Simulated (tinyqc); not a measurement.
Inside a calculation. Method: CIS on RHF in the 6-31g basis, for H2, spin multiplicity 1. One step of it, computed by the program tinyqc.

Problem. CIS matrix, singlets. A(ia,jb) = (e_a - e_i) d_ij d_ab + 2 (ia|jb) - (ij|ab).

orbital energies (hartree): MO1 -0.568265, MO2 0.212413, MO3 0.822194, MO4 1.293381

Two-electron integrals over orbitals (pq|rs), unique and non-zero (hartree):
```
(11|11) 0.616638    (21|21) 0.090344    (22|11) 0.436817    (22|22) 0.391015
(31|11) 0.154879    (31|22) 0.056871    (31|31) 0.104096    (32|21) -0.010215
(32|32) 0.034477    (33|11) 0.521598    (33|22) 0.388213    (33|31) 0.119813
(33|33) 0.466603    (41|21) -0.080801   (41|32) -0.032133   (41|41) 0.127525
(42|11) -0.142225   (42|22) -0.061156   (42|31) -0.077201   (42|33) -0.106158
(42|42) 0.073690    (43|21) -0.096839   (43|32) -0.013371   (43|41) 0.125413
(43|43) 0.144604    (44|11) 0.626119    (44|22) 0.445436    (44|31) 0.190515
(44|33) 0.544944    (44|42) -0.167482   (44|44) 0.698082
```

Give: CIS matrix A, singlet.

Solution.

CIS matrix A, singlet (hartree):
```
         1>2     1>3      1>4
1>2   0.5245  0.0000  -0.0194
1>3   0.0000  1.0771   0.0000
1>4  -0.0194  0.0000   1.4906
```
